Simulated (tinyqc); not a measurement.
The first four gaps: longitudinal sound in a periodic multilayer: transfer matrices, stop bands and folded phonons. Computed by tinyqc, a small Python program. Command: `OMP_NUM_THREADS=1 python tinyqc.py 3022556 3022557 out.jsonl multilayer walk`. One thread of a shared host (Intel(R) Xeon(R) Processor @ 2.30GHz), about 0.01 s of CPU time with the checks.

Layers 1 and 2 repeat with period d = d_1 + d_2; waves travel normal to the layers, without loss. State vector (u, s): displacement u and stress divided by omega. Impedances Z = rho v are in 1e6 kg/(m^2 s).

Inputs (values chosen for the exercise, modelled on silica (layer 1), tungsten (layer 2) and gallium arsenide (substrate)): density rho_1 = 2.21 g/cm^3; velocity v_1 = 5860 m/s; thickness d_1 = 280 nm; density rho_2 = 19.5 g/cm^3; velocity v_2 = 5230 m/s; thickness d_2 = 415 nm; substrate density = 5.31 g/cm^3; substrate velocity = 4700 m/s.

Method:
- Z = rho v; interface reflection r = (Z_2 - Z_1)/(Z_2 + Z_1) (stress amplitude, from 1 into 2); Bragg frequency f_B = 1/[2 (d_1/v_1 + d_2/v_2)]; long-wave velocity v_eff = d/sqrt[(d_1/v_1)^2 + (d_2/v_2)^2 + (Z_1/Z_2 + Z_2/Z_1)(d_1/v_1)(d_2/v_2)].
- A layer maps (u, s) by [[cos p, sin p/Z], [-Z sin p, cos p]], p = 2 pi f d_i/v_i; one period is M = M_2 M_1, and cos(q d) = trace(M)/2.
- Gap m contains m f_B; its edges, where trace(M)/2 = (-1)^m, are found by root search. Weak-contrast estimate of the width: (4 f_B/pi) |r sin(m pi a)|, a = (d_1/v_1)/(d_1/v_1 + d_2/v_2).

Bragg frequency f_B = 3.93294 GHz

Z_1 = 12.9506

Z_2 = 101.985

interface reflection r = 0.774646

Stop bands (GHz):
```
m  lower edge  upper edge   width  weak-contrast estimate
1       1.760       5.716  3.9557                  3.5877
2       6.631       9.572  2.9407                  2.7284
3      10.857      12.446  1.5893                  1.5129
4      13.588      17.888  4.3005                  3.8789
```

With a = 0.376, gap 4 is the widest and gap 3 the narrowest; gap m closes when m a is a whole number. The weak-contrast estimate misses the first width by -9.3 % at |r| = 0.77. Odd gaps open at the edge of the folded zone (q = pi/d), even ones at its centre.
